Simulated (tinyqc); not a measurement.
Single-domain magnet: Stoner-Wohlfarth switching, Neel-Arrhenius retention, LLG dynamics and spin torque: one step, computed by the program tinyqc. Command: `OMP_NUM_THREADS=1 python tinyqc.py 3030796 3030797 out.jsonl macro walk`. One thread of a shared host (Intel(R) Xeon(R) Processor @ 2.30GHz), about 0.02 s of CPU time with the checks.

The moment is uniform, with unit vector m; z is the easy axis. mu_0 = 1.25663706212e-6 T m/A, gamma = 1.76085963023e11 rad/(s T).

Problem. Exact time to the equator. The polar equation dm_z/dt = -(1 - m_z^2)(i - m_z)/tau_D, i = I/I_c0, integrates to t = tau_D [F(cos theta_0) - F(0)], F(z) = -ln(1 - z)/(2 (i - 1)) + ln(1 + z)/(2 (i + 1)) + ln(i - z)/(i^2 - 1), theta_0 = 1/sqrt(2 Delta).

Inputs (values chosen for the exercise, for a model magnet): temperature T = 250 K; drive I/I_c0 = 2.9.

Shape: prolate spheroid, easy axis along it.

stability factor Delta = 280.3301

tau_D = 0.1267615 ns

Give: time to m_z = 0.

Solution.

time to m_z = 0 = 0.2383 ns
